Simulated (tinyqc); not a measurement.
Pillar capacitor in an array: capacitance, non-linearity, leakage and relaxation: capacitance, non-linearity and leakage against thickness.

A film between two metal electrodes, each interface adding a series capacitance ci. The small-signal permittivity is ek (1 + aq E^2); the field is found with the linear permittivity. Leakage J = J0 sinh(E/Ef). After a voltage step the film passes a relaxation current kr C V tt^(-nr), tt being the time in seconds. The sidewall is a coaxial capacitor with radii a = dm/2 and b = dm/2 + t, depth AR dm; the end face is left out.

Planar film: Cf = eps0 ek/t, 1/C = 1/Cf + 2/ci, EOT = 3.9 eps0/C, effective permittivity C t/eps0, E = (V/t) C/Cf; quadratic coefficient [C(V)/C - 1]/V^2 with Cf (1 + aq E^2) in C(V).

Parameters, values chosen for the exercise; permittivity of the order of that of strontium titanate:

| symbol | value | unit | meaning |
|---|---|---|---|
| ek | 139 |  | relative permittivity of the film |
| ci | 1000 | uF/cm^2 | capacitance of each electrode interface (dead layer and screening) |
| aq | -0.068 | cm^2/MV^2 | quadratic field coefficient of the permittivity |
| V | 0.9 | V | bias |
| J0 | 8.8e-11 | A/cm^2 | leakage prefactor |
| Ef | 0.35 | MV/cm | field for an e-fold rise of the leakage |

Constants: eps0 = 8.8541878128e-14 F/cm where lengths are in cm. Results are converted to the units shown.

Results:

| t (nm) | C (uF/cm^2) | EOT (nm) | effective permittivity | E (MV/cm) | quadratic coefficient (ppm/V^2) | J (A/cm^2) |
|---|---|---|---|---|---|---|
| 4.4 | 26.49 | 0.1304 | 131.6 | 1.937 | -3.024e5 | 1.114e-8 |
| 6.1 | 19.39 | 0.1781 | 133.6 | 1.418 | -1.632e5 | 2.530e-9 |
| 8.5 | 14.07 | 0.2454 | 135.1 | 1.029 | -8.657e4 | 8.300e-10 |
| 12 | 10.05 | 0.3436 | 136.2 | 0.7349 | -4.446e4 | 3.538e-10 |
| 23 | 5.294 | 0.6522 | 137.5 | 0.3872 | -1.245e4 | 1.184e-10 |
| 31 | 3.939 | 0.8767 | 137.9 | 0.2880 | -6910 | 8.088e-11 |
| 43 | 2.846 | 1.213 | 138.2 | 0.2081 | -3615 | 5.546e-11 |
| 60 | 2.043 | 1.690 | 138.4 | 0.1494 | -1866 | 3.871e-11 |

Estimate the missing row, t = 16 nm.

Computed row:

| t (nm) | C (uF/cm^2) | EOT (nm) | effective permittivity | E (MV/cm) | quadratic coefficient (ppm/V^2) | J (A/cm^2) |
|---|---|---|---|---|---|---|
| 16 | 7.576 | 0.4558 | 136.9 | 0.5540 | -2.538e4 | 2.052e-10 |

With this row back in the table: C falls from 26.5 to 2.04 uF/cm^2 while the effective permittivity goes from 132 to 138 (ek = 139). EOT is a straight line in t with slope 3.9/ek = 0.0281 and intercept 0.00691 nm. The quadratic coefficient goes as t^(-1.89) between the first two rows and t^(-1.99) between the last two (-2 without interfaces), and J falls by 2.46 decades.

tinyqc, about 0.01 s, one thread, Intel Xeon 2.30GHz (shared host): `OMP_NUM_THREADS=1 python tinyqc.py 2102049 2102050 out.jsonl`
